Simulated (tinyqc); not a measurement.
## Avrami exponent and time from two shares

Problem. f = 1 - exp(-(t/tau)^m). Find m and tau.

f at t = 120 and 310 ns: 0.12096794  0.89169907

Answer. ln(-ln(1 - f)) is linear in ln t with slope m.

m = 3.000
tau = 237.5 ns

tinyqc, about 0.01 s, one thread, Intel Xeon 2.30GHz (shared host): `OMP_NUM_THREADS=1 python tinyqc.py 2860003 2860004 out.jsonl`
